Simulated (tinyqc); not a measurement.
Critical temperature from a phonon spectrum: McMillan, Allen-Dynes and the linearised Eliashberg equation: one step, computed by the program tinyqc.

alpha^2 F(omega) = sum_i (lambda_i omega_i/2) delta(omega - omega_i), so that lambda = 2 int alpha^2 F/omega d omega = sum_i lambda_i.

Question. The small kernel at the trial temperature. Linearised Eliashberg equation at omega_n = (2n + 1) pi k_B T, n = 0..N-1: lambda(j) = sum_i lambda_i omega_i^2/(omega_i^2 + (2 pi j k_B T)^2); K_mn = lambda(m - n) + lambda(m + n + 1) - 2 mu*(N) - delta_mn [2m + 1 + lambda(0) + 2 sum_(j=1..m) lambda(j)], with 1/mu*(N) = 1/mu* + ln(omega_rms/omega_N), omega_N = (2N + 1) pi k_B T. T_c is where the largest eigenvalue rho of K is zero.

Inputs (values chosen for the exercise, for a model metal):
```
quantity                                value  unit
peak energy omega_1                      4.43   meV
coupling lambda_1                        1.15     -
peak energy omega_2                      12.4   meV
coupling lambda_2                       0.544     -
peak energy omega_3                      16.2   meV
coupling lambda_3                       0.384     -
Coulomb pseudopotential mu*              0.12     -
trial temperature                        12.7     K
Matsubara points N in the small matrix      3     -
```

Peaks in alpha^2 F: three.

omega_rms = 9.980516 meV

Constants: k_B = 8.617333262e-05 eV/K.

Give: lambda(j), j = 0, 1, ...; mu*(N); K.

Answer.

lambda(j), j = 0, 1, ...: 2.0780  1.0787  0.5752  0.3416  0.2199  0.1512

mu*(N) = 0.13417

K:
```
         1        2        3
1  -0.1896   1.3856   0.6484
2   1.3856  -5.0843   1.0303
3   0.6484   1.0303  -8.4251
```
